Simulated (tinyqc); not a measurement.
Optical gain and spontaneous emission in a bulk direct-gap semiconductor: one step. Absorption of the empty crystal. Four cases, with inputs chosen for the exercise.

Question. Evaluate at E for heavy and light holes.

Parabolic bands, vertical transitions, no excitons. For each hole band j: mr = me mj/(me + mj); joint density of states J_j(E) = (mr/c)^(3/2) sqrt(E - Eg)/(2 pi^2), both spins, c = hbar^2/2m0; averaged matrix element |e.p|^2 = m0 Ep/6; alpha_j(E) = 4 pi^2 alpha_f c Ep J_j/(3 nr E) in 1/angstrom (alpha_f the fine-structure constant, listed as alpha among the constants), times 1e8 for 1/cm.

Constants: hbar^2/2m0 = 3.80998211 eV angstrom^2; fine-structure constant alpha = 0.007297352564.

Give: mr, J and alpha of each hole band.

Case 1.

Values chosen (near those of InP; the results hold for these values, not for the real material): Eg = 1.343 eV (direct gap); me = 0.0773 m0 (electron mass); mhh = 0.608 m0 (heavy-hole mass); mlh = 0.0893 m0 (light-hole mass); Ep = 20.1 eV (Kane energy); nr = 3.38 (refractive index); E = 1.384 eV (photon energy).

Answer.

mr, J and alpha of each hole band:
```
hole,mr (m0),J (1/(eV angstrom^3)),alpha (1/cm)
heavy,0.06858,2.477e-05,3894.5
light,0.04143,1.163e-05,1828.9
```

The heavy-hole band gives 68 % of the total, 5723 1/cm.

Case 2.

Values chosen (near those of InGaAs; the results hold for these values, not for the real material): Eg = 0.738 eV (direct gap); me = 0.0416 m0 (electron mass); mhh = 0.46 m0 (heavy-hole mass); mlh = 0.0503 m0 (light-hole mass); Ep = 23.6 eV (Kane energy); nr = 3.5 (refractive index); E = 0.759 eV (photon energy).

Answer.

mr, J and alpha of each hole band:
```
hole,mr (m0),J (1/(eV angstrom^3)),alpha (1/cm)
heavy,0.03815,7.356e-06,2390.9
light,0.02277,3.392e-06,1102.4
```

The heavy-hole band gives 68 % of the total, 3493 1/cm.

Case 3.

Values chosen (near those of InP; the results hold for these values, not for the real material): Eg = 1.33 eV (direct gap); me = 0.0825 m0 (electron mass); mhh = 0.577 m0 (heavy-hole mass); mlh = 0.0925 m0 (light-hole mass); Ep = 20.2 eV (Kane energy); nr = 3.45 (refractive index); E = 1.379 eV (photon energy).

Answer.

mr, J and alpha of each hole band:
```
hole,mr (m0),J (1/(eV angstrom^3)),alpha (1/cm)
heavy,0.07218,2.924e-05,4542.6
light,0.04361,1.373e-05,2133.1
```

The heavy-hole band gives 68 % of the total, 6676 1/cm.

Case 4.

Values chosen (near those of InGaAs; the results hold for these values, not for the real material): Eg = 0.768 eV (direct gap); me = 0.0413 m0 (electron mass); mhh = 0.465 m0 (heavy-hole mass); mlh = 0.0527 m0 (light-hole mass); Ep = 22.9 eV (Kane energy); nr = 3.53 (refractive index); E = 0.837 eV (photon energy).

Answer.

mr, J and alpha of each hole band:
```
hole,mr (m0),J (1/(eV angstrom^3)),alpha (1/cm)
heavy,0.03793,1.322e-05,3748.6
light,0.02315,6.305e-06,1787.8
```

The heavy-hole band gives 68 % of the total, 5536 1/cm.

Computed by tinyqc, one run a case: `OMP_NUM_THREADS=1 python tinyqc.py N N+1 out.jsonl` with N = 1650595, 1650804, 1650820, 1651041; one thread of a shared Intel(R) Xeon(R) Processor @ 2.30GHz, about 0.1 s a run at most.
